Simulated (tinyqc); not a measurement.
# Free and trapped electrons in a MOS channel with a dense trap tail: two studies

p-type body, charge-sheet picture, full ionisation (an idealisation for deep acceptors), Boltzmann statistics for free electrons. e = Ec - EF at the surface. Acceptor-like traps of density D(E) = D0 + De exp(-E/Ew) at depth E below Ec, from 0 to Eu, hold n_t = integral of D(E)/(1 + exp((e - E)/Vt)). psi = Eg - Vt ln(Nv/Na) - e; N_dep = sqrt(2 eps0 eps_r Na (psi - Vt)/q); n_f = sqrt(N_dep^2 + 2 eps0 eps_r Vt Nc exp(-e/Vt)/q) - N_dep; Vg = Vfb + psi + q (N_dep + n_t + n_f)/Cox, Cox = eps0 eox/tox.

Inputs (values chosen for the exercise); band and dielectric values close to those of 4H silicon carbide:

| symbol | value | unit | meaning |
|---|---|---|---|
| T | 250 | K | temperature |
| Eg | 3.25 | eV | band gap |
| eps_r | 9.71 |  | relative permittivity |
| Nc | 1.31e19 | cm^-3 | conduction-band density of states at T |
| Nv | 1.91e19 | cm^-3 | valence-band density of states at T |
| eox | 3.9 |  | relative permittivity of the insulator |
| tox | 63 | nm | insulator thickness |
| Na | 2.3e16 | cm^-3 | acceptor density |
| Vfb | -2.92 | V | flat-band voltage without trapped charge |
| D0 | 1.1e10 | cm^-2 eV^-1 | constant background density of acceptor-like traps |
| De | 3.2e13 | cm^-2 eV^-1 | density of the tail at the conduction edge |
| Ew | 0.13 | eV | decay energy of the tail |
| Eu | 0.96 | eV | depth below Ec down to which the traps reach |
| mf | 110 | cm^2/(V s) | mobility of free electrons |

Constants: q = 1.602176634e-19 C, kB = 1.380649e-23 J/K, Vt = kB T/q, eps0 = 8.8541878128e-14 F/cm where lengths are in cm. Results are converted to the units shown.

Each table varies one quantity; the others keep the values above.

## Free and trapped charge against gate voltage

Free share n_f/(n_f + n_t); swing ln 10 n_f/(dn_f/dVg); field-effect mobility mf q (dn_f/dVg)/Cox, for a constant mf; oxide field q (N_dep + n_t + n_f)/(eps0 eox).

Free and trapped charge against gate voltage:
columns A: Vg (V); B: e (eV); C: n_f (cm^-2); D: n_t (cm^-2); E: free share (%); F: swing (mV/decade); G: field-effect mobility (cm^2/(V s)); H: oxide field (MV/cm)
```
A             B         C         D         E        F         G       H
3.5      0.3081   1.127e6  4.117e11  2.737e-4    529.0  0.001577  0.5751
5.4      0.1914   2.479e8  1.004e12   0.02468     1192    0.1540  0.8581
7.4      0.1263   5.022e9  1.652e12    0.3031     1941     1.916   1.165
9.3     0.08510  3.324e10  2.254e12     1.454     2770     8.885   1.460
11.2    0.05507  1.266e11  2.796e12     4.333     3905     24.01   1.757
13.2    0.03131  3.409e11  3.254e12     9.481     5579     45.23   2.071
15.1    0.01364  6.676e11  3.569e12     15.76     7610     64.95   2.370
17.1  -0.001411  1.126e12  3.787e12     22.92  1.022e4     81.60   2.685
19     -0.01312  1.642e12  3.915e12     29.55  1.317e4     92.32   2.984
```

n_f reaches 1e11 cm^-2 at Vg = 10.8 V, against 2.94 V without traps. The free share rises from 2.74e-4 to 29.6 % and the field-effect mobility rises from 0.00158 to 92.3 cm^2/(V s), although mf = 110 is constant: in the last row 83.9 % of Cox dVg goes into free electrons. The swing in the first row is 529 mV a decade (Vt ln 10 = 49.6). For Vg = 13.2, 15.1, 17.1, 19 EF lies less than 2 Vt below the band edge, or above it, where degeneracy and confinement, left out, matter.

## Effect of the density of the tail at the conduction edge

VT is the Vg for n_f = 1e11 cm^-2; swing ln 10 n_f/(dn_f/dVg) at n_f = 1e8 cm^-2; the last three columns are for Vg = VT + 5 V, with free share n_f/(n_f + n_t) and field-effect mobility mf q (dn_f/dVg)/Cox; there EF is near the band edge, where Boltzmann statistics are rough.

Effect of the density of the tail at the conduction edge:
columns A: De (cm^-2 eV^-1); B: e at VT (eV); C: VT (V); D: q n_t/Cox at VT (V); E: swing (mV/decade); F: n_f (cm^-2); G: free share (%); H: field-effect mobility (cm^2/(V s))
```
A           B      C       D      E         F       G      H
1e12  0.06049  3.216  0.2740  103.4  1.735e12   92.88  108.5
2e12  0.06049  3.461  0.5190  133.5  1.697e12   86.93  107.8
5e12  0.06049  4.196   1.254  223.6  1.586e12   71.92  105.8
1e13  0.06049  5.422   2.480  373.7  1.410e12   53.70  101.4
2e13  0.06049  7.873   4.931  674.0  1.102e12   31.77  89.47
4e13  0.06049  12.77   9.832   1275  6.812e11   13.22  59.74
9e13  0.06049  25.03   22.09   2776  3.168e11   3.387  20.92
2e14  0.06049  51.99   49.05   6080  1.794e11  0.9655  6.453
```

What does the comparison show?

As De goes from 1e12 to 2e14, VT rises from 3.22 to 52.0 V, its part due to traps rises from 0.274 to 49.0 V, the swing rises from 103 to 6080 mV/decade and the field-effect mobility falls from 108 to 6.45 cm^2/(V s).

Program tinyqc, `OMP_NUM_THREADS=1 python tinyqc.py 2222160 2222161 out.jsonl`; Intel Xeon 2.30GHz, shared host, one thread, about 0.02 s.
